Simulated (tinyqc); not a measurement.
# Threshold-voltage variability of a planar MOSFET, analytic estimates: a gate of 4 grains

Three independent sources add in quadrature: random dopants in the depleted layer, metal-gate grains of two orientations, and roughness of the two gate edges acting through the roll-off VT = VT(long) - Vr exp(-L/l). These are first-order estimates: no three-dimensional electrostatics, no percolation.

Each of 4 equal grains has the higher work function with probability p; the threshold shift is dW (j/4 - p) for j such grains, and the off current changes by exp(-shift/(n Vt)).

Values chosen for this exercise; material values close to those of silicon: temperature T = 300 K; work-function difference of the two grain orientations dW = 0.3 eV; share of the orientation of higher work function p = 0.3; subthreshold factor n = 1.43.

Constants: q = 1.602176634e-19 C, kB = 1.380649e-23 J/K, Vt = kB T/q. Results are converted to the units shown.

Distribution:
```
j  probability  shift (mV)  Ioff factor  probability x factor
0       0.2401       -90.0        11.41                 2.740
1       0.4116       -15.0        1.500                0.6176
2       0.2646        60.0       0.1973               0.05221
3      0.07560       135.0      0.02595              0.001961
4     0.008100       210.0     0.003412              2.764e-5
```

What does the table show?

The standard deviation is dW sqrt(p (1 - p)/4) = 68.7 mV. The mean off current is 3.41 times the nominal one; the log-normal formula exp(s^2/(2 (n Vt)^2)) gives 5.63. Devices with j = 0, 24 % of all, carry 80 % of the mean leakage.

Numbers from tinyqc (`OMP_NUM_THREADS=1 python tinyqc.py 2090075 2090076 out.jsonl`; about 0.01 s on one thread of a shared Intel Xeon 2.30GHz).
